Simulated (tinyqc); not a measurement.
## Free and trapped electrons in a MOS channel with a dense trap tail: effect of the acceptor density

p-type body, charge-sheet picture, full ionisation (an idealisation for deep acceptors), Boltzmann statistics for free electrons. e = Ec - EF at the surface. Acceptor-like traps of density D(E) = D0 + De exp(-E/Ew) at depth E below Ec, from 0 to Eu, hold n_t = integral of D(E)/(1 + exp((e - E)/Vt)). psi = Eg - Vt ln(Nv/Na) - e; N_dep = sqrt(2 eps0 eps_r Na (psi - Vt)/q); n_f = sqrt(N_dep^2 + 2 eps0 eps_r Vt Nc exp(-e/Vt)/q) - N_dep; Vg = Vfb + psi + q (N_dep + n_t + n_f)/Cox, Cox = eps0 eox/tox.

Vfb is held fixed. VT is the Vg for n_f = 1e11 cm^-2; swing ln 10 n_f/(dn_f/dVg) at n_f = 1e8 cm^-2; the last three columns are for Vg = VT + 3.1 V, with free share n_f/(n_f + n_t) and field-effect mobility mf q (dn_f/dVg)/Cox; there EF is near the band edge, where Boltzmann statistics are rough.

Values chosen for this exercise; band and dielectric values close to those of silicon:
- T = 400 K (temperature)
- Eg = 1.14 eV (band gap)
- eps_r = 11.6 (relative permittivity)
- Nc = 4.33e19 cm^-3 (conduction-band density of states at T)
- Nv = 4.1e19 cm^-3 (valence-band density of states at T)
- eox = 3.9 (relative permittivity of the insulator)
- tox = 39 nm (insulator thickness)
- Vfb = -0.93 V (flat-band voltage without trapped charge)
- D0 = 1.7e10 cm^-2 eV^-1 (constant background density of acceptor-like traps)
- De = 6.8e12 cm^-2 eV^-1 (density of the tail at the conduction edge)
- Ew = 0.08 eV (decay energy of the tail)
- Eu = 0.55 eV (depth below Ec down to which the traps reach)
- mf = 230 cm^2/(V s) (mobility of free electrons)

Constants: q = 1.602176634e-19 C, kB = 1.380649e-23 J/K, Vt = kB T/q, eps0 = 8.8541878128e-14 F/cm where lengths are in cm. Results are converted to the units shown.

Result of one run:
columns A: Na (cm^-3); B: e at VT (eV); C: VT (V); D: q n_t/Cox at VT (V); E: swing (mV/decade); F: n_f (cm^-2); G: free share (%); H: field-effect mobility (cm^2/(V s))
```
A          B      C       D      E         F      G      H
5e17  0.1277  4.545  0.2702  343.7  1.389e12  78.42  202.4
```

What becomes of these results when the acceptor density Na is changed from 5e17 to 2e15 cm^-3, all else the same?

Result of the changed run:
columns A: Na (cm^-3); B: e at VT (eV); C: VT (V); D: q n_t/Cox at VT (V); E: swing (mV/decade); F: n_f (cm^-2); G: free share (%); H: field-effect mobility (cm^2/(V s))
```
A          B       C        D      E         F      G      H
2e15  0.2187  0.1405  0.09656  113.8  1.494e12  84.49  202.5
```

The whole series:
columns A: Na (cm^-3); B: e at VT (eV); C: VT (V); D: q n_t/Cox at VT (V); E: swing (mV/decade); F: n_f (cm^-2); G: free share (%); H: field-effect mobility (cm^2/(V s))
```
A          B        C        D      E         F      G      H
1e15  0.2273  0.03175  0.08755  108.6  1.493e12  84.68  202.3
2e15  0.2187   0.1405  0.09656  113.8  1.494e12  84.49  202.5
6e15  0.2031   0.3871   0.1154  126.8  1.493e12  84.02  202.9
1e16  0.1951   0.5471   0.1263  135.6  1.491e12  83.71  203.1
3e16  0.1771    1.045   0.1552  163.1  1.480e12  82.78  203.5
8e16  0.1603    1.770   0.1879  202.3  1.461e12  81.61  203.7
2e17  0.1441    2.844   0.2254  258.5  1.432e12  80.17  203.4
5e17  0.1277    4.545   0.2702  343.7  1.389e12  78.42  202.4
```

As Na goes from 1e15 to 5e17, VT rises from 0.0318 to 4.55 V, its part due to traps rises from 0.0875 to 0.270 V, the swing rises from 109 to 344 mV/decade and the field-effect mobility goes from 202 through a maximum of 204 (at Na = 8e16 among the rows listed) to 202 cm^2/(V s). Most of the rise of VT is depletion charge; the trap part grows since the same n_f needs EF nearer the band edge at heavier doping.

Numbers from tinyqc (`OMP_NUM_THREADS=1 python tinyqc.py 2222051 2222052 out.jsonl`; about 0.02 s on one thread of a shared Intel Xeon 2.30GHz).
